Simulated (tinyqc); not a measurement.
UHF in the sto-3g basis, for H4, spin multiplicity 1, step by step. Computed by tinyqc, a small Python program that keeps every step (integrals from PySCF). Settings: charge = 0, multiplicity = 1, basis = sto-3g, energy threshold = 1e-10, iteration cap = 53, orthogonalisation = canonical, start = core, DIIS depth = 8, method = UHF, break = 0.7. Command: `OMP_NUM_THREADS=1 python tinyqc.py 21865 21866 out.jsonl` (the two numbers bound the seeds that draw the settings). One thread of a shared host (Intel(R) Xeon(R) Processor @ 2.60GHz), about 0.1 s of CPU time with the checks. Later iterations appear only in the table of the cycle.

## One-electron integrals

Geometry (angstrom):
```
atom,x,y,z
H,0.000000,0.000000,0.000000
H,0.000000,0.000000,1.376000
H,0.000000,0.000000,2.225000
H,0.000000,0.000000,3.602000
```

Basis sto-3g: exponents (1/bohr^2) and contraction coefficients of normalised primitives:
```
element,l (shell),exponent,coefficient
H,s (1),3.425251,0.154329
H,s (1),0.623914,0.535328
H,s (1),0.168855,0.444635
```

Overlap, kinetic and nuclear-attraction integrals over the contracted functions; the nuclear repulsion is the sum of Za Zb / Rab.

nuclear repulsion = 2.01463847 hartree

overlap S, lower triangle:
```
,1H 1s,2H 1s,3H 1s,4H 1s
1H 1s,1.000000
2H 1s,0.305693,1.000000
3H 1s,0.081462,0.589339,1.000000
4H 1s,0.004724,0.081320,0.305272,1.000000
```

kinetic energy T (hartree), lower triangle:
```
,1H 1s,2H 1s,3H 1s,4H 1s
1H 1s,0.760032
2H 1s,0.022708,0.760032
3H 1s,-0.011459,0.177125,0.760032
4H 1s,-0.002579,-0.011460,0.022580,0.760032
```

nuclear attraction V (hartree), lower triangle:
```
,1H 1s,2H 1s,3H 1s,4H 1s
1H 1s,-1.993282
2H 1s,-0.580529,-2.434930
3H 1s,-0.156170,-1.362934,-2.434770
4H 1s,-0.008652,-0.155863,-0.579547,-1.992909
```

core Hamiltonian H = T + V (hartree), lower triangle:
```
,1H 1s,2H 1s,3H 1s,4H 1s
1H 1s,-1.233250
2H 1s,-0.557821,-1.674898
3H 1s,-0.167628,-1.185809,-1.674738
4H 1s,-0.011230,-0.167322,-0.556967,-1.232877
```

## Two-electron integrals

Functions are numbered as in S; the eight-fold symmetry (ij|kl) = (ji|kl) = (kl|ij) leaves the list below.

Two-electron integrals (ij|kl) in chemists' order, unique and non-zero (hartree):
```
i,j,k,l,(ij|kl)
1,1,1,1,0.774606
2,1,1,1,0.169901
2,1,2,1,0.054561
2,2,1,1,0.373107
2,2,2,1,0.169901
2,2,2,2,0.774606
3,1,1,1,0.035993
3,1,2,1,0.012817
3,1,2,2,0.046321
3,1,3,1,0.003309
3,2,1,1,0.173378
3,2,2,1,0.078958
3,2,2,2,0.384453
3,2,3,1,0.024220
3,2,3,2,0.231051
3,3,1,1,0.237492
3,3,2,1,0.105554
3,3,2,2,0.529848
3,3,3,1,0.035993
3,3,3,2,0.384453
3,3,3,3,0.774606
4,1,1,1,0.001428
4,1,2,1,0.000583
4,1,2,2,0.002452
4,1,3,1,0.000169
4,1,3,2,0.001454
4,1,3,3,0.002453
4,1,4,1,0.000010
4,2,1,1,0.017845
4,2,2,1,0.007645
4,2,2,2,0.035921
4,2,3,1,0.002451
4,2,3,2,0.024173
4,2,3,3,0.046233
4,2,4,1,0.000169
4,2,4,2,0.003297
4,3,1,1,0.056049
4,3,2,1,0.022928
4,3,2,2,0.105381
4,3,3,1,0.007648
4,3,3,2,0.078827
4,3,3,3,0.169616
4,3,4,1,0.000582
4,3,4,2,0.012775
4,3,4,3,0.054398
4,4,1,1,0.146912
4,4,2,1,0.056116
4,4,2,2,0.237386
4,4,3,1,0.017872
4,4,3,2,0.173286
4,4,3,3,0.372874
4,4,4,1,0.001428
4,4,4,2,0.035921
4,4,4,3,0.169616
4,4,4,4,0.774606
```

## Orthogonalisation

S = U s U^T; canonical form X = U s^(-1/2), so that X^T S X = 1. Each column of U has its largest component positive (the first on a tie).

eigenvalues of S: 0.334647  0.812146  1.071290  1.781918

X:
```
,1,2,3,4
1H 1s,-0.393010,0.702563,-0.646670,0.236239
2H 1s,1.157754,-0.349329,-0.219327,0.474264
3H 1s,-1.157358,-0.349977,0.219587,0.474156
4H 1s,0.392298,0.702279,0.647263,0.235868
```

## Starting guess

The start is the orbitals of the core Hamiltonian, with HOMO and LUMO mixed by +/-0.7 rad for the two spins; D(s) = C_occ C_occ^T for each spin.

D(alpha) at the start, lower triangle:
```
,1H 1s,2H 1s,3H 1s,4H 1s
1H 1s,0.016344
2H 1s,-0.060570,0.676935
3H 1s,0.058987,0.093923,0.428759
4H 1s,0.104149,-0.488674,0.304949,0.686987
```

D(beta) at the start, lower triangle:
```
,1H 1s,2H 1s,3H 1s,4H 1s
1H 1s,0.687477
2H 1s,0.304206,0.428357
3H 1s,-0.488766,0.094616,0.676532
4H 1s,0.105447,0.059302,-0.061588,0.016718
```

## Iteration 1: building the Fock matrix

J_ij = sum D_kl (ij|kl) with D = D(alpha) + D(beta), K_ij = sum D_kl (ik|jl) for each spin; F = H + J - K(s); E = tr D H + tr D J / 2 - 0.5 sum_s tr D(s) K(s) + E_nn.

Coulomb J (hartree), lower triangle:
```
,1H 1s,2H 1s,3H 1s,4H 1s
1H 1s,1.453237
2H 1s,0.513707,2.080866
3H 1s,0.143114,1.216833,2.080692
4H 1s,0.008261,0.142833,0.512833,1.452640
```

exchange K(alpha) (hartree), lower triangle:
```
,1H 1s,2H 1s,3H 1s,4H 1s
1H 1s,0.036923
2H 1s,0.123311,0.668759
3H 1s,0.082005,0.483077,0.627481
4H 1s,0.007467,0.040781,0.259015,0.628786
```

exchange K(beta) (hartree), lower triangle:
```
,1H 1s,2H 1s,3H 1s,4H 1s
1H 1s,0.629094
2H 1s,0.259217,0.627517
3H 1s,0.040904,0.483135,0.668574
4H 1s,0.007678,0.081879,0.122806,0.036791
```

F(alpha) (hartree), lower triangle:
```
,1H 1s,2H 1s,3H 1s,4H 1s
1H 1s,0.183064
2H 1s,-0.167425,-0.262792
3H 1s,-0.106520,-0.452053,-0.221526
4H 1s,-0.010436,-0.065270,-0.303149,-0.409024
```

F(beta) (hartree), lower triangle:
```
,1H 1s,2H 1s,3H 1s,4H 1s
1H 1s,-0.409107
2H 1s,-0.303331,-0.221549
3H 1s,-0.065419,-0.452111,-0.262619
4H 1s,-0.010647,-0.106368,-0.166940,0.182972
```

total energy of this density = -1.80907967 hartree

## Iteration 1: diagonalisation and new density

Diagonalise F' = X^T F X, C = X C', fill 2 alpha and 2 beta electrons from the bottom; D(s) = C_occ C_occ^T. Each column has its largest component positive (the first on a tie).

F' = X^T F X (alpha) (hartree), lower triangle:
```
,1,2,3,4
1,0.802462
2,0.010411,0.024201
3,0.039393,-0.278065,-0.150732
4,-0.046812,0.028448,-0.124452,-0.469716
```

orbital energies (alpha) (hartree): MO1 -0.523871, MO2 -0.316873, MO3 0.240715, MO4 0.806244

coefficients C (alpha):
```
,MO1,MO2,MO3,MO4
1H 1s,0.049264,-0.106898,0.957827,0.436755
2H 1s,0.293568,-0.614537,-0.035974,-1.127087
3H 1s,0.436487,-0.206469,-0.388599,1.162258
4H 1s,0.605700,0.736291,0.212894,-0.409092
```

F' = X^T F X (beta) (hartree), lower triangle:
```
,1,2,3,4
1,0.802612
2,-0.010474,0.023363
3,0.038950,0.278045,-0.150003
4,0.046689,0.028197,0.124445,-0.469815
```

orbital energies (beta) (hartree): MO1 -0.523914, MO2 -0.316678, MO3 0.240407, MO4 0.806342

coefficients C (beta):
```
,MO1,MO2,MO3,MO4
1H 1s,0.605791,0.736376,0.212086,-0.409670
2H 1s,0.436350,-0.206920,-0.387298,1.162858
3H 1s,0.293425,-0.614702,-0.036492,-1.126817
4H 1s,0.049271,-0.106346,0.958281,0.435475
```

D(alpha) after iteration 1, lower triangle:
```
,1H 1s,2H 1s,3H 1s,4H 1s
1H 1s,0.013854
2H 1s,0.080155,0.463837
3H 1s,0.043574,0.255021,0.233150
4H 1s,-0.048869,-0.274664,0.112359,0.908998
```

D(beta) after iteration 1, lower triangle:
```
,1H 1s,2H 1s,3H 1s,4H 1s
1H 1s,0.909233
2H 1s,0.111966,0.233217
3H 1s,-0.274898,0.255230,0.463956
4H 1s,-0.048463,0.043504,0.079828,0.013737
```

## Iteration 2: building the Fock matrix

As before.

Coulomb J (hartree), lower triangle:
```
,1H 1s,2H 1s,3H 1s,4H 1s
1H 1s,1.514801
2H 1s,0.501402,1.932367
3H 1s,0.136981,1.129692,1.932190
4H 1s,0.007828,0.136713,0.500551,1.514215
```

exchange K(alpha) (hartree), lower triangle:
```
,1H 1s,2H 1s,3H 1s,4H 1s
1H 1s,0.073309
2H 1s,0.158067,0.632071
3H 1s,0.096247,0.466719,0.534436
4H 1s,-0.003519,0.054660,0.233590,0.743165
```

exchange K(beta) (hartree), lower triangle:
```
,1H 1s,2H 1s,3H 1s,4H 1s
1H 1s,0.743296
2H 1s,0.233875,0.534630
3H 1s,0.054765,0.466806,0.632104
4H 1s,-0.003462,0.096063,0.157704,0.072963
```

F(alpha) (hartree), lower triangle:
```
,1H 1s,2H 1s,3H 1s,4H 1s
1H 1s,0.208242
2H 1s,-0.214486,-0.374602
3H 1s,-0.126894,-0.522836,-0.276984
4H 1s,0.000117,-0.085269,-0.290005,-0.461827
```

F(beta) (hartree), lower triangle:
```
,1H 1s,2H 1s,3H 1s,4H 1s
1H 1s,-0.461745
2H 1s,-0.290294,-0.277160
3H 1s,-0.085413,-0.522923,-0.374652
4H 1s,0.000060,-0.126673,-0.214120,0.208374
```

total energy of this density = -2.01723717 hartree

## Iteration 2: DIIS over 2 matrices

error matrix X^T (FDS - SDF) X (alpha):
```
,1,2,3,4
1,0.000000,-0.022267,-0.037296,-0.034647
2,0.022267,0.000000,0.001078,-0.003814
3,0.037296,-0.001078,0.000000,-0.000841
4,0.034647,0.003814,0.000841,0.000000
```

B (overlaps of the stored error matrices):
```
,1,2
1,3.9141114e-01,6.6030206e-02
2,6.6030206e-02,1.2388162e-02
```

Minimise |sum c_i e_i|^2 with sum c_i = 1: solve [B -1; -1 0][c; lambda] = [0; -1] with B_ij = tr e_i^T e_j summed over both spins, and take F = sum c_i F_i.

DIIS coefficients: -0.197403  1.197403

extrapolated F(alpha) (hartree), lower triangle:
```
,1H 1s,2H 1s,3H 1s,4H 1s
1H 1s,0.213212
2H 1s,-0.223776,-0.396673
3H 1s,-0.130916,-0.536809,-0.287931
4H 1s,0.002201,-0.089217,-0.287411,-0.472250
```

extrapolated F(beta) (hartree), lower triangle:
```
,1H 1s,2H 1s,3H 1s,4H 1s
1H 1s,-0.472136
2H 1s,-0.287720,-0.288138
3H 1s,-0.089359,-0.536902,-0.396767
4H 1s,0.002174,-0.130681,-0.223433,0.213389
```

## Iteration 2: diagonalisation and new density

As before.

F' = X^T F X (alpha) (hartree), lower triangle:
```
,1,2,3,4
1,0.745267
2,-0.056244,0.018845
3,0.027251,-0.331020,-0.174454
4,-0.098595,0.066179,-0.105756,-0.573235
```

orbital energies (alpha) (hartree): MO1 -0.606208, MO2 -0.411618, MO3 0.271576, MO4 0.762674

coefficients C (alpha):
```
,MO1,MO2,MO3,MO4
1H 1s,0.060613,-0.107995,0.901682,-0.541919
2H 1s,0.458827,-0.501016,0.090077,1.125079
3H 1s,0.421054,-0.152398,-0.522956,-1.122947
4H 1s,0.456157,0.859813,0.247989,0.335891
```

F' = X^T F X (beta) (hartree), lower triangle:
```
,1,2,3,4
1,0.745117
2,0.056226,0.018427
3,0.027194,0.331055,-0.173783
4,0.098521,0.066112,0.105701,-0.573425
```

orbital energies (beta) (hartree): MO1 -0.606309, MO2 -0.411437, MO3 0.271584, MO4 0.762498

coefficients C (beta):
```
,MO1,MO2,MO3,MO4
1H 1s,0.455786,0.859976,0.247953,0.336545
2H 1s,0.421153,-0.152251,-0.522237,-1.123465
3H 1s,0.458939,-0.501175,0.089801,1.124784
4H 1s,0.060477,-0.107830,0.901990,-0.541116
```

D(alpha) after iteration 2, lower triangle:
```
,1H 1s,2H 1s,3H 1s,4H 1s
1H 1s,0.015337
2H 1s,0.081918,0.461539
3H 1s,0.041979,0.269545,0.200512
4H 1s,-0.065207,-0.221482,0.061033,0.947357
```

D(beta) after iteration 2, lower triangle:
```
,1H 1s,2H 1s,3H 1s,4H 1s
1H 1s,0.947299
2H 1s,0.061024,0.200551
3H 1s,-0.221821,0.269588,0.461801
4H 1s,-0.065167,0.041887,0.081797,0.015285
```

## Iteration 3: building the Fock matrix

As before.

Coulomb J (hartree), lower triangle:
```
,1H 1s,2H 1s,3H 1s,4H 1s
1H 1s,1.523213
2H 1s,0.499749,1.914483
3H 1s,0.136211,1.119335,1.914380
4H 1s,0.007774,0.135952,0.498945,1.522860
```

exchange K(alpha) (hartree), lower triangle:
```
,1H 1s,2H 1s,3H 1s,4H 1s
1H 1s,0.075079
2H 1s,0.159457,0.635561
3H 1s,0.096655,0.464918,0.512576
4H 1s,-0.003773,0.057574,0.223975,0.757827
```

exchange K(beta) (hartree), lower triangle:
```
,1H 1s,2H 1s,3H 1s,4H 1s
1H 1s,0.757823
2H 1s,0.224319,0.512745
3H 1s,0.057680,0.464970,0.635648
4H 1s,-0.003771,0.096474,0.159183,0.074853
```

F(alpha) (hartree), lower triangle:
```
,1H 1s,2H 1s,3H 1s,4H 1s
1H 1s,0.214884
2H 1s,-0.217529,-0.395976
3H 1s,-0.128072,-0.531392,-0.272934
4H 1s,0.000316,-0.088945,-0.281997,-0.467844
```

F(beta) (hartree), lower triangle:
```
,1H 1s,2H 1s,3H 1s,4H 1s
1H 1s,-0.467860
2H 1s,-0.282391,-0.273160
3H 1s,-0.089097,-0.531444,-0.396006
4H 1s,0.000315,-0.127845,-0.217204,0.215130
```

total energy of this density = -2.02369216 hartree

## Iteration 3: DIIS over 3 matrices

error matrix X^T (FDS - SDF) X (alpha):
```
,1,2,3,4
1,0.000000,0.000900,-0.000937,-0.010005
2,-0.000900,0.000000,-0.004148,0.001054
3,0.000937,0.004148,0.000000,-0.000036
4,0.010005,-0.001054,0.000036,0.000000
```

B (overlaps of the stored error matrices), lower triangle:
```
,1,2,3
1,3.9141114e-01
2,6.6030206e-02,1.2388162e-02
3,4.0396815e-03,1.4056466e-03,4.7825207e-04
```

As before.

DIIS coefficients: 0.159471  -1.060672  1.901201

extrapolated F(alpha) (hartree), lower triangle:
```
,1H 1s,2H 1s,3H 1s,4H 1s
1H 1s,0.216855
2H 1s,-0.212766,-0.397408
3H 1s,-0.125884,-0.527815,-0.260441
4H 1s,-0.001187,-0.089068,-0.276875,-0.464846
```

extrapolated F(beta) (hartree), lower triangle:
```
,1H 1s,2H 1s,3H 1s,4H 1s
1H 1s,-0.464977
2H 1s,-0.277349,-0.260686
3H 1s,-0.089228,-0.527831,-0.397385
4H 1s,-0.001163,-0.125663,-0.212460,0.217167
```

## Iteration 3: diagonalisation and new density

As before.

F' = X^T F X (alpha) (hartree), lower triangle:
```
,1,2,3,4
1,0.744877
2,-0.046626,0.013297
3,0.018700,-0.329593,-0.161922
4,-0.115938,0.066160,-0.103655,-0.556952
```

orbital energies (alpha) (hartree): MO1 -0.591956, MO2 -0.405278, MO3 0.274334, MO4 0.762200

coefficients C (alpha):
```
,MO1,MO2,MO3,MO4
1H 1s,0.056619,-0.095507,0.913945,0.523851
2H 1s,0.477075,-0.502788,0.070160,-1.118096
3H 1s,0.403753,-0.151878,-0.498637,1.140299
4H 1s,0.458366,0.862930,0.229627,-0.337936
```

F' = X^T F X (beta) (hartree), lower triangle:
```
,1,2,3,4
1,0.744769
2,0.046669,0.013012
3,0.018733,0.329763,-0.161397
4,0.115812,0.066004,0.103730,-0.557141
```

orbital energies (beta) (hartree): MO1 -0.592130, MO2 -0.405192, MO3 0.274484, MO4 0.762081

coefficients C (beta):
```
,MO1,MO2,MO3,MO4
1H 1s,0.458845,0.862599,0.229756,-0.338583
2H 1s,0.403769,-0.152054,-0.498160,1.140677
3H 1s,0.476612,-0.503448,0.070077,-1.117799
4H 1s,0.056413,-0.095499,0.914114,0.523230
```

D(alpha) after iteration 3, lower triangle:
```
,1H 1s,2H 1s,3H 1s,4H 1s
1H 1s,0.012327
2H 1s,0.075031,0.480396
3H 1s,0.037365,0.268982,0.186083
4H 1s,-0.056463,-0.215196,0.054007,0.954748
```

D(beta) after iteration 3, lower triangle:
```
,1H 1s,2H 1s,3H 1s,4H 1s
1H 1s,0.954616
2H 1s,0.054106,0.186149
3H 1s,-0.215582,0.268992,0.480618
4H 1s,-0.056492,0.037299,0.074966,0.012302
```

## Iteration 9 (converged): orbitals

converged F(alpha) (hartree), lower triangle:
```
,1H 1s,2H 1s,3H 1s,4H 1s
1H 1s,0.217809
2H 1s,-0.217773,-0.406227
3H 1s,-0.127389,-0.530408,-0.260858
4H 1s,-0.000742,-0.089166,-0.279662,-0.469847
```

converged F(beta) (hartree), lower triangle:
```
,1H 1s,2H 1s,3H 1s,4H 1s
1H 1s,-0.469878
2H 1s,-0.280075,-0.261091
3H 1s,-0.089318,-0.530451,-0.406247
4H 1s,-0.000737,-0.127167,-0.217457,0.218063
```

As before.

F' = X^T F X (alpha) (hartree), lower triangle:
```
,1,2,3,4
1,0.744315
2,-0.046029,0.014595
3,0.022578,-0.333636,-0.165943
4,-0.120650,0.065674,-0.102537,-0.562476
```

orbital energies (alpha) (hartree): MO1 -0.597483, MO2 -0.411432, MO3 0.276455, MO4 0.762951

coefficients C (alpha):
```
,MO1,MO2,MO3,MO4
1H 1s,0.058226,-0.097164,0.910595,0.529177
2H 1s,0.481032,-0.505437,0.072882,-1.115028
3H 1s,0.400491,-0.144907,-0.506388,1.138940
4H 1s,0.457187,0.862205,0.233621,-0.338647
```

F' = X^T F X (beta) (hartree), lower triangle:
```
,1,2,3,4
1,0.744198
2,0.046046,0.014256
3,0.022583,0.333750,-0.165363
4,0.120538,0.065552,0.102558,-0.562664
```

orbital energies (beta) (hartree): MO1 -0.597625, MO2 -0.411310, MO3 0.276545, MO4 0.762816

coefficients C (beta):
```
,MO1,MO2,MO3,MO4
1H 1s,0.457331,0.862064,0.233691,-0.339300
2H 1s,0.400547,-0.144946,-0.505818,1.139367
3H 1s,0.480790,-0.505899,0.072726,-1.114729
4H 1s,0.058053,-0.097103,0.910814,0.528485
```

D(alpha) after iteration 9, lower triangle:
```
,1H 1s,2H 1s,3H 1s,4H 1s
1H 1s,0.012831
2H 1s,0.077119,0.486858
3H 1s,0.037399,0.265891,0.181391
4H 1s,-0.057155,-0.215868,0.058160,0.952417
```

D(beta) after iteration 9, lower triangle:
```
,1H 1s,2H 1s,3H 1s,4H 1s
1H 1s,0.952306
2H 1s,0.058230,0.181447
3H 1s,-0.216238,0.265907,0.487094
4H 1s,-0.057160,0.037328,0.077036,0.012799
```

## Convergence

Stop when the energy changes by less than 1e-10 hartree and every element of the error matrix X^T (F D S - S D F) X (for each spin) is below 3e-06.

Course of the cycle:
```
iteration,E (hartree),change,largest element of the error matrix
1,-1.80907967,-,2.28e-01
2,-2.01723717,-2.08e-01,3.73e-02
3,-2.02369216,-6.45e-03,1.00e-02
4,-2.02409952,-4.07e-04,1.09e-03
5,-2.02411616,-1.66e-05,7.28e-04
6,-2.02412437,-8.21e-06,1.39e-05
7,-2.02412437,-9.10e-10,4.81e-06
8,-2.02412437,-1.07e-10,2.84e-07
9,-2.02412437,-3.32e-13,1.65e-08
```

PySCF UHF in the same basis, after a stability check = -2.02412437 hartree

Converged in 9 iterations.

## Populations, bond orders and dipole

Mulliken: Z minus the diagonal of D S on the atom; Loewdin: the same with S^(1/2) D S^(1/2); Mayer order: 2 sum_s sum (D(s) S)_ij (D(s) S)_ji over the two atoms.

Charges (e):
```
atom,Mulliken,Loewdin,Mulliken spin
1H,0.008596,0.003573,-0.913039
2H,-0.008570,-0.003532,0.290586
3H,-0.008597,-0.003603,-0.290812
4H,0.008571,0.003562,0.913266
```

Mayer bond orders:
```
pair,order
2-1,0.107437
3-1,0.040890
3-2,0.767300
4-1,0.017958
4-2,0.040749
4-3,0.107164
```

dipole moment about the origin, x y z (debye): 0.000000  0.000000  -0.000228

<S^2> of the determinant (pure state: 0) = 0.961501
